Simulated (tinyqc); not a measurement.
Hall effect and magnetoresistance of several carrier groups with constant relaxation times. Changing the mobility mu2. Computed by tinyqc, a small Python program. Command: `OMP_NUM_THREADS=1 python tinyqc.py 3002518 3002519 out.jsonl hall2 sweep`. One thread of a shared host (Intel(R) Xeon(R) Processor @ 2.30GHz), about 0.01 s of CPU time with the checks.

Group 1 has charge -e and group 2 charge +e; s_i is that sign. B lies along z; mu B is formed with mu in m^2/(V s).

Inputs (values chosen for the exercise, for a model conductor):

| quantity | value | unit |
|---|---|---|
| density n1 | 5.1e+17 | 1/cm^3 |
| mobility mu1 | 2000 | cm^2/(V s) |
| density n2 | 5.1e+17 | 1/cm^3 |
| magnetic field B | 0.25 | T |

Carriers: compensated semimetal. Densities: per volume.

Constants: e = 1.602176634e-19 C.

Method:
- sigma_xx = sum n_i e mu_i/(1 + mu_i^2 B^2); sigma_xy = sum s_i n_i e mu_i^2 B/(1 + mu_i^2 B^2).
- rho_xx = sigma_xx/(sigma_xx^2 + sigma_xy^2); Hall coefficient R_H = sigma_xy/(B (sigma_xx^2 + sigma_xy^2)), with B in V s/cm^2 (1 T = 1e-4 V s/cm^2); magnetoresistance MR = rho_xx(B)/rho_xx(0) - 1. Apparent density 1/(e |R_H|); Hall mobility |R_H|/rho_xx.
- Weak field: R_H(0) = sum s_i n_i mu_i^2/(e (sum n_i mu_i)^2); MR = c B^2 with c = n1 n2 mu1 mu2 (s1 mu1 - s2 mu2)^2/(n1 mu1 + n2 mu2)^2. With n1 = n2 and opposite charges R_H stays at R_H(0) and MR = mu1 mu2 B^2 at every field.

One run for each value:

| mobility mu2 (cm^2/(V s)) | magnetoresistance MR (%) | Hall coefficient R_H (cm^3/C) | Hall mobility (cm^2/(V s)) | coefficient c (1/T^2) |
|---|---|---|---|---|
| 20 | 0.00250 | -11.996 | 1980.0 | 0.00040 |
| 38 | 0.00475 | -11.782 | 1961.9 | 0.00076 |
| 73 | 0.00913 | -11.376 | 1926.8 | 0.00146 |
| 140 | 0.01750 | -10.637 | 1859.7 | 0.00280 |
| 270 | 0.03375 | -9.327 | 1729.4 | 0.00540 |
| 520 | 0.06500 | -7.188 | 1479.0 | 0.01040 |
| 990 | 0.12375 | -4.134 | 1008.8 | 0.01980 |
| 1900 | 0.23750 | -0.314 | 99.8 | 0.03800 |

Over the rows, magnetoresistance MR (%) rises from 0.00250 to 0.238 (exponent d ln y / d ln x about 1.00 throughout); Hall coefficient R_H (cm^3/C) rises from -12.0 to -0.314 (exponent d ln y / d ln x -0.028 between the first rows and -4.0 between the last); Hall mobility (cm^2/(V s)) falls from 1980 to 99.8 (exponent d ln y / d ln x -0.014 between the first rows and -3.5 between the last). For opposite charges the drift angles add, so equal mobilities do not cancel MR.
